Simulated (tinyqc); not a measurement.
Changing the coupling g: Holstein polaron on two sites. Computed by tinyqc, a small Python program. Command: `OMP_NUM_THREADS=1 python tinyqc.py 3008620 3008621 out.jsonl holstein sweep`. One thread of a shared host (Intel(R) Xeon(R) Processor @ 2.30GHz), about 0.02 s of CPU time with the checks.

One electron on sites 1 and 2: H = -t (c1+ c2 + c2+ c1) + hbar omega sum_i b_i+ b_i - g hbar omega sum_i n_i (b_i + b_i+). The symmetric phonon shifts the energy by -g^2 hbar omega/2 and drops out; with b = (b_1 - b_2)/sqrt(2) there remains H = -t sigma_x + hbar omega b+ b - (g hbar omega/sqrt(2)) sigma_z (b + b+). Parity splits it into blocks p = +1 and -1 over phonon numbers n. Zero-point energies are left out. Weights Z refer to mode b alone; the displaced symmetric mode multiplies the full zero-phonon weight by exp(-g^2/2).

Inputs (values chosen for the exercise, for a model dimer): hopping t = 18 meV; phonon energy hbar omega = 136 meV.

Method:
- Polaron binding energy E_p = g^2 hbar omega; ratio E_p/t (the adiabatic potential has two wells when it exceeds 1); adiabaticity hbar omega/t.
- Block p: H_nn = n hbar omega - p t (-1)^n - g^2 hbar omega/2, H_(n,n+1) = -(g hbar omega/sqrt(2)) sqrt(n + 1).
- Use 60 levels in both blocks; Z = c_0^2 is the weight of n = 0 in the ground state c; the splitting is the lowest odd level less the lowest even one, which without coupling is the smaller of 2t and hbar omega; <sigma_x> = sum (-1)^n c_n^2 measures the kinetic energy.

One run for each value; columns: (1) coupling g; (2) weight Z of n = 0 in mode b; (3) splitting/(2t); (4) <sigma_x>; (5) mean phonon number in b; (6) ground-state energy (meV); (7) E_p/t:
```
(1)       (2)      (3)      (4)     (5)      (6)     (7)
0.20  0.98745  0.95815  0.97514  0.0127   -22.88   0.302
0.36  0.95900  0.87207  0.92059  0.0423   -33.86   0.979
0.51  0.91694  0.76257  0.84417  0.0886   -49.97   1.965
0.67  0.85542  0.63039  0.74058  0.1615   -73.52   3.392
0.83  0.77747  0.49651  0.62185  0.2633  -103.86   5.205
0.99  0.68580  0.37231  0.49807  0.3982  -141.18   7.405
1.10  0.61732  0.29666  0.41575  0.5113  -171.00   9.142
1.30  0.48927  0.18443  0.28325  0.7591  -234.05  12.769
1.50  0.36804  0.10569  0.18213  1.0568  -308.59  17.000
1.60  0.31338  0.07759  0.14409  1.2221  -350.15  19.342
```

Over the rows, weight Z of n = 0 in mode b falls from 0.987 to 0.313 (exponent d ln y / d ln x -0.050 between the first rows and -2.5 between the last); splitting/(2t) falls from 0.958 to 0.0776 (exponent d ln y / d ln x -0.16 between the first rows and -4.8 between the last); <sigma_x> falls from 0.975 to 0.144 (exponent d ln y / d ln x -0.098 between the first rows and -3.6 between the last). At the low end the exponent of mean phonon number in b is 2.05, close to 2: the phonon number grows as g^2. Z falls through 1/2 between E_p/t = 9.1 and 13; the change is a smooth crossover, not a transition.

Extremes, crossings and ranges named in words are read from the listed rows.
